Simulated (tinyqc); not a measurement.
Deformation-potential model of the L valleys of a conduction band: sweeps and comparisons. A value that a table varies takes the place of the one given here.

Valleys with axes along [111], [1-1-1], [-11-1] and [-1-11], one whole valley each. Herring-Vogt shift of a valley with unit axis a: dE = Xd tr(e) + Xu a.e.a. Non-degenerate shares n_i = exp(-dE_i/kT)/sum_j exp(-dE_j/kT). Inverse mass tensor of a valley: (1 - a a)/mt + a a/ml; the masses are taken as independent of strain.

s11 = (C11 + C12)/((C11 - C12)(C11 + 2 C12)), s12 = -C12/((C11 - C12)(C11 + 2 C12)), s44 = 1/C44; exx = s11 sxx + s12 (syy + szz) and cyclic, exy = s44 sxy/2; tension is positive. A uniaxial stress X along the unit vector n is s_ij = X n_i n_j.

Constants: kB = 8.617333262e-05 eV/K.

Parameters, chosen for this exercise (near those of Ge; shifted at random, so the results belong to these values and not to a real crystal): ml = 1.562 m0 (longitudinal mass); mt = 0.085 m0 (transverse mass); Xd = -7.08 eV (dilation potential); Xu = 17.08 eV (uniaxial potential); C11 = 128.1 GPa; C12 = 48.1 GPa; C44 = 66.7 GPa; load = uniaxial [111] (kind of stress); T = 300 K (temperature); X1 = 1.3 GPa (size of the stress); X = -1.19 GPa (stress).

## Sweep of a uniaxial [111] stress

m_c = 1/(u.M.u) along [110] with M = sum_i n_i (inverse mass tensor); gain against zero stress at a fixed scattering time.

Results:

| X (GPa) | spread (meV) | lowest edge (meV) | n [111] | n [1-1-1] | n [-11-1] | n [-1-11] | m_c (m0) | gain (%) |
|---|---|---|---|---|---|---|---|---|
| -1.00 | 113.8 | -79.2 | 0.965 | 0.012 | 0.012 | 0.012 | 0.2211 | -43.9 |
| -0.50 | 56.9 | -39.6 | 0.751 | 0.083 | 0.083 | 0.083 | 0.1792 | -30.7 |
| -0.20 | 22.8 | -15.8 | 0.446 | 0.185 | 0.185 | 0.185 | 0.1411 | -12.0 |
| 0.00 | 0.0 | 0.0 | 0.250 | 0.250 | 0.250 | 0.250 | 0.1241 | 0.0 |
| 0.20 | 22.8 | -6.9 | 0.121 | 0.293 | 0.293 | 0.293 | 0.1150 | 7.9 |
| 0.50 | 56.9 | -17.3 | 0.036 | 0.321 | 0.321 | 0.321 | 0.1097 | 13.2 |
| 1.00 | 113.8 | -34.6 | 0.004 | 0.332 | 0.332 | 0.332 | 0.1078 | 15.1 |

What does this show, and why?

Along [110] the gain is -43.9 % at -1.00 GPa and +15.1 % at 1.00 GPa. The slope at zero stress (from +/- 0.001 GPa), +50.7 % per GPa, carried to the ends would give -51 and +51 %; the response falls behind at both ends, as it saturates once the spread passes a few kT (kT = 25.9 meV, spread up to 114 meV).

## Gain for each load and current direction

Each load has the size X1. Gain m_c(0)/m_c - 1 in per cent from repopulation alone, m_c = 1/(u.M.u), M = sum_i n_i (inverse mass tensor); biaxial means sxx = syy.

Gain (%); + is tension, - compression:

| load | [100] | [010] | [001] | [110] | [1-10] | [111] |
|---|---|---|---|---|---|---|
| uniaxial [110] (+) | 0.0 | 0.0 | 0.0 | 44.8 | -44.8 | 29.9 |
| uniaxial [110] (-) | 0.0 | 0.0 | 0.0 | -44.8 | 44.8 | -29.9 |
| uniaxial [100] (+) | 0.0 | 0.0 | 0.0 | 0.0 | 0.0 | 0.0 |
| uniaxial [100] (-) | 0.0 | 0.0 | 0.0 | 0.0 | 0.0 | 0.0 |
| uniaxial [111] (+) | 0.0 | 0.0 | 0.0 | 15.3 | -15.3 | 30.6 |
| uniaxial [111] (-) | 0.0 | 0.0 | 0.0 | -45.4 | 45.4 | -90.9 |
| biaxial (001) (+) | 0.0 | 0.0 | 0.0 | 0.0 | 0.0 | 0.0 |
| biaxial (001) (-) | 0.0 | 0.0 | 0.0 | 0.0 | 0.0 | 0.0 |

What does this show, and why?

The largest gain is +45.4 %, for uniaxial [111] (-) with the current along [1-10]; for a [110] channel it is +44.8 %, under uniaxial [110] (+). No gain or loss appears under biaxial (001) and uniaxial [100]: the valleys stay equivalent.

## Temperature and repopulation

The load is fixed; m_c along [110] as 1/(u.M.u).

Results:

| T (K) | kT (meV) | n [111] | n [1-1-1] | n [-11-1] | n [-1-11] | m_c (m0) |
|---|---|---|---|---|---|---|
| 50 | 4.31 | 1.000 | 0.000 | 0.000 | 0.000 | 0.2300 |
| 77 | 6.64 | 1.000 | 0.000 | 0.000 | 0.000 | 0.2300 |
| 150 | 12.93 | 1.000 | 0.000 | 0.000 | 0.000 | 0.2299 |
| 225 | 19.39 | 0.997 | 0.001 | 0.001 | 0.001 | 0.2292 |
| 300 | 25.85 | 0.984 | 0.005 | 0.005 | 0.005 | 0.2259 |
| 400 | 34.47 | 0.944 | 0.019 | 0.019 | 0.019 | 0.2163 |
| 500 | 43.09 | 0.885 | 0.038 | 0.038 | 0.038 | 0.2035 |

What can be read from the table?

The largest share falls from 1.000 at 50 K to 0.885 at 500 K (equal shares: 0.250); m_c goes from 0.2300 to 0.2035, against 0.1241 without stress. Only spread/kT enters, so the small-stress response goes as 1/T.

## What each parameter does

Spread of the valley edges, lowest edge, largest share and m_c along [110]. Each row changes one parameter from the base and keeps the others.

Results:

| case | spread (meV) | lowest edge (meV) | largest share | m_c (m0) |
|---|---|---|---|---|
| base | 135.43 | -94.22 | 0.9843 | 0.2259 |
| ml = 1.874 m0 | 135.43 | -94.22 | 0.9843 | 0.2296 |
| mt = 0.068 m0 | 135.43 | -94.22 | 0.9843 | 0.1843 |
| Xd = -5.664 eV | 135.43 | -101.73 | 0.9843 | 0.2259 |
| Xu = 20.496 eV | 162.52 | -120.57 | 0.9944 | 0.2285 |
| C11 = 153.72 GPa | 135.43 | -94.97 | 0.9843 | 0.2259 |
| C12 = 38.48 GPa | 135.43 | -93.53 | 0.9843 | 0.2259 |
| C44 = 53.36 GPa | 169.29 | -119.61 | 0.9957 | 0.2289 |
| X = -1.428 GPa | 162.52 | -113.06 | 0.9944 | 0.2285 |
| T = 240 K | 135.43 | -94.22 | 0.9957 | 0.2289 |

How do the results move?

The largest shifts from the base row, up to three for each result and ties (the steps differ in size, so this ranks the rows, not the parameters). spread (meV): C44 +33.86, X +27.09, Xu +27.09; unchanged at the printed digits by ml, mt, Xd, C11, C12 and T. lowest edge (meV): Xu -26.36, C44 -25.39, X -18.84; unchanged at the printed digits by ml, mt and T. largest share: C44 +0.0114, T +0.0114, Xu +0.0101, X +0.0101; unchanged at the printed digits by ml, mt, Xd, C11 and C12. m_c (m0): mt -0.0417, ml +0.0036, C44 +0.0029, T +0.0029; unchanged at the printed digits by Xd, C11 and C12. Xd moves all valleys together, so it shifts the edge and nothing else.

Computed by tinyqc, a small Python program: `OMP_NUM_THREADS=1 python tinyqc.py 1080054 1080055 out.jsonl` (the numbers bound the seed that draws the inputs); one thread of a shared host (Intel(R) Xeon(R) Processor @ 2.30GHz), about 0.02 s for the whole set of steps.
